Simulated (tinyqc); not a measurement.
Inside a calculation. Model: interface traps from C-V curves, high-low and Terman methods.

tinyqc, about 0.01 s, one thread, Intel Xeon 2.30GHz (shared host): `OMP_NUM_THREADS=1 python tinyqc.py 2030078 2030079 out.jsonl` Printed values are rounded.

MOS capacitor on an n-type substrate; psi is the band bending, negative in depletion; only majority carriers are counted. At the bending psi the Fermi level lies y = xi - psi below the conduction edge at the surface, xi = Vt ln(Nc/Nd). Dit(y) = D0 + D1 exp(-y/E1); traps fill up to the Fermi level, follow the bias and a slow signal, and do not follow a fast one. V is the gate voltage from flat band.

Values chosen for this exercise; band and dielectric values close to those of silicon:
- T = 300 K (temperature)
- eps_r = 11.5 (relative permittivity)
- Nc = 2.85e19 cm^-3 (conduction-band density of states at T)
- Nd = 4.6e16 cm^-3 (donor density)
- EOT = 25 nm (equivalent oxide thickness)
- D0 = 2.8e11 cm^-2 eV^-1 (trap density far from the band edge)
- D1 = 7.8e12 cm^-2 eV^-1 (band-tail density at the conduction edge)
- E1 = 0.15 eV (decay energy of the tail)
- n = 9 (points)
- pa = -0.61 V (deepest band bending)
- pb = -0.039 V (shallowest band bending)

Constants: q = 1.602176634e-19 C, kB = 1.380649e-23 J/K, Vt = kB T/q, eps0 = 8.8541878128e-14 F/cm where lengths are in cm. Results are converted to the units shown.

Range of the model: Traps more than about 25 kB T below the conduction edge emit electrons too slowly to follow an ordinary sweep, so the deepest points are idealised.

## The curves

Cox = 3.9 eps0/EOT, LD = sqrt(eps0 eps_r Vt/(q Nd)), u = psi/Vt, Cd = (eps0 eps_r/(sqrt(2) LD)) |exp(u) - 1|/sqrt(exp(u) - u - 1). Ideal V0 = psi - sqrt(2) (eps0 eps_r Vt/LD) sqrt(exp(u) - u - 1)/Cox for psi < 0; the traps add dV = (q/Cox) times the integral of Dit from 0 to psi = (q/Cox) [D0 psi + D1 E1 exp(-xi/E1) (exp(psi/E1) - 1)]. 1/C_HF = 1/Cox + 1/Cd, 1/C_LF = 1/Cox + 1/(Cd + q Dit). Take n equally spaced psi from pa to pb.

```
point    psi (V)    y (eV)  Dit (cm^-2 eV^-1)    V0 (V)     V (V)  C_HF (nF/cm^2)  C_LF (nF/cm^2)
0      -0.610000  0.776203         3.24132e11  -1.28789  -1.92647         50.7175         67.5169
1      -0.538625  0.704828         3.51025e11  -1.17375  -1.78448         52.8263         69.9650
2      -0.467250  0.633453         3.94304e11  -1.05652  -1.63653         55.2917         73.1213
3      -0.395875  0.562078         4.63955e11  -0.93540  -1.48011         58.2400         77.2022
4      -0.324500  0.490703         5.76049e11  -0.80921  -1.31123         61.8761         82.4225
5      -0.253125  0.419328         7.56448e11  -0.67596  -1.12342         66.5647         88.9288
6      -0.181750  0.347953         1.04677e12  -0.53198  -0.90574         73.0364         96.7246
7      -0.110375  0.276578         1.51401e12  -0.36879  -0.63807         82.8939         105.679
8      -0.039000  0.205203         2.26596e12  -0.16083  -0.27610         98.8224         115.639
```

Cox = 138.125 nF/cm^2

At the deepest bending the traps stretch the gate voltage from -1.29 to -1.93 V.

## High-low extraction

q Dit = (1/C_LF - 1/Cox)^(-1) - (1/C_HF - 1/Cox)^(-1) at each point.

Dit by high-low, point 0 to 8 (cm^-2 eV^-1): [3.24132e11, 3.51025e11, 3.94304e11, 4.63955e11, 5.76049e11, 7.56448e11, 1.04677e12, 1.51401e12, 2.26596e12]

With a true high-frequency curve this returns Dit exactly.

## Terman extraction

psi at each point follows from C_HF and the ideal curve. Dit = (Cox/q) d(V - V0)/dpsi by central differences over the two neighbours.

Dit by Terman, point 1 to 7 (cm^-2 eV^-1): [3.53735e11, 3.98666e11, 4.70976e11, 5.87348e11, 7.74632e11, 1.07604e12, 1.56111e12]

The differences overstate the curved tail; the largest error is 3.1 %, at point 7.
